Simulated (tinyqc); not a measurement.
What moves the results: sp3s* tight binding. A value that a table varies takes the place of the one given here.

sp3s* tight binding, nearest neighbours only: anion (a) at 0, cation (c) at a/4 (1,1,1), orbitals s, px, py, pz, s* on each; k in units of 2 pi/a. With phases e_j = exp(i (pi/2) k.n_j) for n = (1,1,1), (1,-1,-1), (-1,1,-1), (-1,-1,1): g0 = (e1+e2+e3+e4)/4, g1 = (e1+e2-e3-e4)/4, g2 = (e1-e2+e3-e4)/4, g3 = (e1-e2-e3+e4)/4. The diagonal holds the levels Esa, Epa, Exa (s*) and Esc, Epc, Exc. Anion-cation block: <sa|sc> = Vss g0; <sa|xc> = Vsapc g1; <xa|sc> = -Vscpa g1; <xa|xc> = Vxx g0; <xa|yc> = <ya|xc> = Vxy g3, <xa|zc> = <za|xc> = Vxy g2, <ya|zc> = <za|yc> = Vxy g1; <s*a|xc> = Vxapc g1; <xa|s*c> = -Vpaxc g1; y and z take g2 and g3 in place of g1; s-s* and s*-s* vanish.

Parameters, chosen for this exercise (near a published set for GaSb, fitted to gaps, whose masses and valley positions are rough; the results hold for these values, not for the real material): Esa = -7.299 eV (s level of the anion); Epa = 0.858 eV (p level of the anion); Esc = -3.904 eV (s level of the cation); Epc = 2.903 eV (p level of the cation); Exa = 6.649 eV (s* level of the anion); Exc = 6.013 eV (s* level of the cation); Vss = -6.184 eV (s-s); Vxx = 1.581 eV (px-px); Vxy = 4.099 eV (px-py); Vsapc = 4.954 eV (s anion, p cation); Vscpa = 4.701 eV (s cation, p anion); Vxapc = 4.977 eV (s* anion, p cation); Vpaxc = 4.216 eV (p anion, s* cation); eta = 3 (scaling exponent); D001 = 0.87 (ratio -ezz/exx).

## What the s* orbital does

The s* couplings Vxapc and Vpaxc are scaled by f; f = 0 is the plain sp3 model. Gaps from the top of the valence band at Gamma; the Delta value is the minimum on (x,0,0), 0.5 <= x <= 1.

Gaps (eV):
```
f      Gamma   Delta       L  x of the minimum
0.00  0.8136  3.0243  2.3093             0.500
0.25  0.8136  2.9106  2.1867             0.500
0.50  0.8136  2.6153  1.8699             0.500
0.75  0.8136  2.0437  1.4516             0.866
0.90  0.8136  1.5492  1.1814             0.849
1.00  0.8136  1.1816  0.9992             0.861
1.10  0.8136  0.7915  0.8172             0.885
```

The gap at Gamma stays, since g1 to g3 vanish there. From f = 0 to 1 the s* levels lower the Delta value by 1.843 eV and L by 1.310 eV. For f = 0, 0.25 and 0.5 the least value lies at x = 0.5, the end of the range: any valley further out lies above that value until s* has lowered it enough. The lowest of the three is Gamma at both f = 0 and f = 1.

## Hydrostatic strain (sp3s* tight binding, strained)

Strain e moves each bond vector to d = (1 + e) d0 (no internal displacement for the diagonal strains used here) and k is given in fractions of the strained reciprocal cell, so the phases stay. Two-centre values Vss_sigma = Vss/4, Vsp_sigma = sqrt3 V/4 for each s-p and s*-p pair, Vpp_sigma = (Vxx + 2 Vxy)/4, Vpp_pi = (Vxx - Vxy)/4 are scaled by (d0/d)^eta and combined with the new direction cosines; the levels on the diagonal stay.

exx = eyy = ezz = e. Gaps as measured from the top of the valence band; the deformation potentials are (gap(0.01) - gap(-0.01))/0.06.

Gaps (eV):
```
e       Gamma   Delta       L  x of the minimum
-0.03  1.5146  1.1758  1.3233             0.852
-0.02  1.2706  1.1788  1.2095             0.856
-0.01  1.0371  1.1811  1.1015             0.859
0.00   0.8136  1.1816  0.9992             0.861
0.01   0.5995  1.1787  0.9025             0.864
0.02   0.3945  1.1699  0.8113             0.869
0.03   0.1980  1.1525  0.7254             0.882
```

gap deformation potentials (eV): Gamma -7.294, Delta -0.041, L -3.317

Per unit of volume strain the gaps move by -7.29 (Gamma), -0.04 (Delta) and -3.32 eV (L). The lowest valley changes from the Delta line to Gamma between e = -0.02 and -0.01. These potentials follow from the one exponent eta, which fitted models replace by one for each integral; with it the sizes are rough, the sign for Delta can be wrong (in Si, Ge and the III-V crystals measured values are small and positive), and the pressures at which valleys cross, and which valley takes over, are rough too. A gap of zero, where one is listed, marks an s level that has sunk below the valence top.

## Biaxial strain splits the top of the valence band (sp3s* tight binding, strained)

No spin-orbit coupling; k = 0; exx = eyy = e, ezz = -D001 e. The four bonds keep equal lengths, and the sums over them give Vxx(e) for px and py and Vzz(e) for pz; each level is the lower root of [[Epa, V], [V, Epc]], and the s level the upper root of the s block. The shear potential b follows from E(x,y) - E(z) = 3 b (exx - ezz), taken as the slope between e = -0.005 and 0.005.

Couplings and levels at Gamma (eV):
```
e           ezz  Vxx(e)  Vzz(e)   E(x,y)     E(z)  E(x,y) - E(z) (meV)  upper s level
-0.020   0.0174  1.5106  1.8283   0.0564  -0.2143                270.7         0.9453
-0.010   0.0087  1.5468  1.7029   0.0263  -0.1058                132.1         0.8785
-0.005   0.0043  1.5641  1.6415   0.0118  -0.0534                 65.2         0.8449
0.005   -0.0043  1.5974  1.5214  -0.0161   0.0474                -63.5         0.7775
0.010   -0.0087  1.6133  1.4627  -0.0295   0.0958               -125.3         0.7437
0.020   -0.0174  1.6436  1.3481  -0.0552   0.1885               -243.7         0.6759
```

b = -2.294 eV

Under tension in the plane (e > 0) the bonds tilt towards the plane, Vxx grows to 1.6133 and Vzz falls to 1.4627 eV at e = 0.01, and the pz state forms the top of the valence band, by 125.3 meV; under compression (e = -0.01) the px, py pair does, by 132.1 meV. The slope gives b = -2.29 eV, a rough value, since on-site strain terms are left out (measured values lie near -2 eV).

## What each parameter does

Gaps from the top of the valence band at Gamma; Delta is the minimum on (x,0,0), 0.5 <= x <= 1. Each row changes one parameter from the base and keeps the others.

Results:
```
case              Ev (eV)  gap Gamma (eV)  gap Delta (eV)  gap L (eV)
base              -0.0023          0.8136          1.1816      0.9992
Exa = 6.449 eV    -0.0023          0.8136          1.1280      0.9799
Vscpa = 4.401 eV  -0.0023          0.8136          1.0711      0.8763
Esa = -7.499 eV   -0.0023          0.7408          1.1665      0.9636
Vpaxc = 4.516 eV  -0.0023          0.8136          1.0634      0.9396
Vss = -6.484 eV   -0.0023          1.1034          1.1710      1.0746
Vxapc = 5.177 eV  -0.0023          0.8136          1.0527      0.9551
```

The largest shifts from the base row, up to three for each result and ties (the steps differ in size, so this ranks the rows, not the parameters). Ev (eV): unchanged at the printed digits by Exa, Vscpa, Esa, Vpaxc, Vss and Vxapc. gap Gamma (eV): Vss +0.2898, Esa -0.0728; unchanged at the printed digits by Exa, Vscpa, Vpaxc and Vxapc. gap Delta (eV): Vxapc -0.1289, Vpaxc -0.1182, Vscpa -0.1105. gap L (eV): Vscpa -0.1229, Vss +0.0753, Vpaxc -0.0596. Exa, Vscpa, Vpaxc and Vxapc cannot move Ev or the gap at Gamma, whose blocks do not hold them; s parameters never move Ev, and move the gap only where the lowest empty level at Gamma is s-like.

(tinyqc, `OMP_NUM_THREADS=1 python tinyqc.py 1452369 1452370 out.jsonl`, Intel(R) Xeon(R) Processor @ 2.30GHz, 1 thread, shared host, about 0.1 s.)
